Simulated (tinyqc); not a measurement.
From results back to parameters: static screening by free carriers. Two cases, with inputs chosen for the exercise.

Problem. At zero temperature the gas shows Friedel oscillations of period pi/kF and a Thomas-Fermi length 1/qTF; n and m are hidden.

kF = (3 pi^2 n/Mv)^(1/3), EF = c kF^2/m with c = hbar^2/2m0, n in 1/angstrom^3 (1e-24 per 1/cm^3), e2 = e^2/(4 pi eps0). Thomas-Fermi: qTF^2 = 6 pi e2 n/(eps EF). Debye: qD^2 = 4 pi e2 n/(eps kB T).

Constants: hbar^2/2m0 = 3.80998211 eV angstrom^2; e^2/(4 pi eps0) = 14.39964547 eV angstrom.

Find: kF; n; m.

Method. kF = pi/period and n = Mv kF^3/(3 pi^2); qTF^2 = 2 e2 Mv m kF/(pi eps c) then gives m.

Case 1.

Values chosen (out of a larger set: near those of GaAs; not measured data): Mv = 1 (valleys); eps = 13 (background dielectric constant).

period = 289.859 angstrom
1/qTF = 85.8741 angstrom

Solution.

kF = 0.01084 1/angstrom
n = 4.30e+16 1/cm^3
m = 0.068 m0

Case 2.

Values chosen (out of a larger set: near those of GaAs; not measured data): Mv = 1 (valleys); eps = 12.2 (background dielectric constant).

period = 179.853 angstrom
1/qTF = 64.9555 angstrom

Solution.

kF = 0.01747 1/angstrom
n = 1.80e+17 1/cm^3
m = 0.069 m0

Computed by tinyqc, one run a case: `OMP_NUM_THREADS=1 python tinyqc.py N N+1 out.jsonl` with N = 1652315, 1652317; one thread of a shared Intel(R) Xeon(R) Processor @ 2.30GHz, about 0.01 s a run at most.
